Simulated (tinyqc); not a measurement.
Length offset and series resistance from crossing lines.

Problem. R_total = Rs + k (L - dL)/Vo with constant Rs, dL and k. Find k, dL and Rs.

R_total at (L, Vo) = (45, 0.34), (135, 0.34), (45, 0.81) and (135, 0.81), L in nm and Vo in V (ohm um): 801.88235  1648.9412  568.69136  924.24691

Answer. At each overdrive R is a straight line in L with slope k/Vo; the two lines cross at L = dL, R = Rs.

k = 3.200 ohm um V/nm
dL = 2.300 nm
Rs = 400.0 ohm um

Computed by the program tinyqc: `OMP_NUM_THREADS=1 python tinyqc.py 2282215 2282216 out.jsonl`, one thread of a shared Intel Xeon 2.30GHz, about 0.05 s for the whole run.
